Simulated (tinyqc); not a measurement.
What moves the results: k.p theory built from an empirical-pseudopotential calculation at Gamma. A value that a table varies takes the place of the one given here.

Empirical pseudopotential on the fcc lattice, atoms at +/- tau, tau = a (1,1,1)/8, no spin-orbit coupling. H(G,G') = c (2 pi/a)^2 |k + G|^2 delta + VS(q) cos(q.tau) + i VA(q) sin(q.tau), q = G - G', c = hbar^2/2m0; k and G in units of 2 pi/a; VS at |q|^2 = 3, 8, 11 and VA at 3, 4, 11, in rydberg, zero elsewhere. The basis is fixed: all 113 G with |G|^2 up to Gcut. Energies are counted from the fourth level at Gamma.

k.p in the lowest n states at Gamma: H_nm = (E_n + c k^2) delta + 2 c k.<n|G|m>, k in 1/angstrom; with all states of the basis it is exact.

Empirical pseudopotential on the fcc lattice, atoms at +/- tau, tau = a (1,1,1)/8, no spin-orbit coupling. H(G,G') = c (2 pi/a)^2 |k + G|^2 delta + VS(q) cos(q.tau) + i VA(q) sin(q.tau), q = G - G', c = hbar^2/2m0; k and G in units of 2 pi/a; VS at |q|^2 = 3, 8, 11 and VA at 3, 4, 11, in rydberg, zero elsewhere. The basis holds all G with |G|^2 up to a cut-off. Energies are counted from the fourth level at Gamma.

For a multiplet A of d_A states, W(B) = (4 c/(3 d_A)) sum over n in A, m in B and i = x, y, z of |<n|G_i|m>|^2 (G in 1/angstrom, <n|G_i|m> = sum_G c_n(G)* G_i c_m(G)); the mean inverse mass of A is 1 + sum_B W(B)/(E_A - E_B). Multiplets with W = 0 are left out.

Valence parameters: D(u) = c + 4 c^2 sum_m <n|u.G|m><m|u.G|n'>/(0 - E_m) on the valence triplet, in units of c, has eigenvalues L, M, M along [100] and (L + 2M + 2N)/3, (L + 2M - N)/3 twice along [111]; g1 = -(L + 2M)/3, g2 = -(L - M)/6, g3 = -N/6.

Constants: hbar^2/2m0 = 3.80998211 eV angstrom^2; Ry = 13.60569312 eV.

Values chosen for the exercise (near those of GaSb; shifted at random, so the results belong to these values and not to a real crystal):
```
symbol  value                 unit        meaning
a       6.131                 angstrom    lattice constant
VS      (-0.214, -0, 0.05)    Ry          symmetric form factors
VA      (0.058, 0.05, 0.009)  Ry          antisymmetric form factors
Gcut    20                    (2 pi/a)^2  largest |G|^2 of the fixed basis
VS3     -0.214                Ry
VS8     -0                    Ry
VS11    0.05                  Ry
VA3     0.058                 Ry
VA4     0.05                  Ry
VA11    0.009                 Ry
```

## How many bands a k.p model needs: band 5 from Gamma to X

Band 5 (counted from below) at k = f (1, 0, 0) 2 pi/a; n ends on whole multiplets.

Energies (eV):
```
f      n = 8  n = 15  n = 27  n = 113 (exact)
0.000  0.760   0.760   0.760            0.760
0.125  1.489   1.451   1.450            1.450
0.250  2.628   2.403   2.397            2.396
0.375  3.919   3.006   2.986            2.982
0.500  5.224   2.613   2.571            2.564
0.625  5.912   2.309   2.242            2.230
0.750  6.679   2.130   2.027            2.012
0.875  7.581   2.076   1.931            1.909
1.000  8.619   2.094   1.926            1.888
```

With n = 8 the band stays within 0.05 eV of the exact one up to f = 0.125 (error at X: +6.731 eV). With n = 15 the band stays within 0.05 eV of the exact one up to f = 0.500 (error at X: +0.205 eV). With n = 27 the band stays within 0.05 eV of the exact one over the whole line (error at X: +0.038 eV). A smaller basis can only raise a level. The exact band has its minimum on these points at f = 0.000; n = 8 puts it at f = 0.000.

## Convergence with the plane-wave basis

E_s is the lowest empty singlet, Ep its W to the valence triplet, m its mass.

Results:
```
cut-off  plane waves  E_s (eV)  Ep (eV)  m (m0)    g1    g2    g3
8                 27     0.696    14.74  0.0453  8.40  3.22  3.86
11                51     0.714    15.07  0.0453  8.34  3.30  3.78
12                59     0.753    15.08  0.0477  8.03  3.10  3.62
16                65     0.750    15.11  0.0474  8.08  3.12  3.65
19                89     0.753    15.10  0.0477  8.05  3.10  3.63
20               113     0.760    15.09  0.0481  7.99  3.07  3.60
24               137     0.761    15.09  0.0482  7.98  3.06  3.59
```

Against the last row, E_s errs most, by -0.065 eV, at cut-off 8, and by -0.001 eV in the last row but one. Ep varies by 2.4 % over the table and m by 6.1 %: the mass, near E_s/Ep, inherits the errors of both. Local form factors fix the converged values only roughly. The gap is a difference of two levels, so it need not converge steadily, and here it does not.

## What each form factor does (empirical-pseudopotential levels)

Lowest empty singlet and triplet at Gamma and the valence width there (fixed basis); lowest empty level at X = (1,0,0) and L = (1/2,1/2,1/2) from the valence top, these levels and that top with all |k + G|^2 up to 21. Singlet and triplet count orbital degeneracy. VS3 is VS at |q|^2 = 3, and so on. The row for a keeps the form factors fixed, so it is no model of a real expansion, which changes them too. Each row changes one parameter from the base and keeps the others.

Results:
```
case                singlet (eV)  triplet (eV)  X (eV)  L (eV)  width (eV)
base                       0.760         4.191   1.879   1.529      10.554
a = 6.192 angstrom         0.804         4.212   1.996   1.605      10.339
VS3 = -0.224 Ry            0.743         4.321   2.135   1.635      10.559
VS8 = -0.01 Ry             0.332         4.277   1.851   1.333      10.738
VS11 = 0.04 Ry             0.270         4.040   1.644   1.197      10.788
VA3 = 0.048 Ry             0.644         4.065   1.668   1.421      10.512
VA4 = 0.04 Ry              0.707         4.007   1.880   1.361      10.505
VA11 = -0.001 Ry           0.963         4.197   1.997   1.590      10.458
```

The largest shifts from the base row, up to three for each result and ties (the steps differ in size, so this ranks the rows, not the parameters). singlet (eV): VS11 -0.491, VS8 -0.429, VA11 +0.202. triplet (eV): VA4 -0.183, VS11 -0.150, VS3 +0.130. X (eV): VS3 +0.256, VS11 -0.236, VA3 -0.212. L (eV): VS11 -0.332, VS8 -0.196, VA4 -0.168. width (eV): VS11 +0.234, a -0.216, VS8 +0.184.

Run: tinyqc, `OMP_NUM_THREADS=1 python tinyqc.py 1050392 1050393 out.jsonl`; Intel(R) Xeon(R) Processor @ 2.30GHz, one thread, shared host; about 0.6 s of CPU time with all checks.
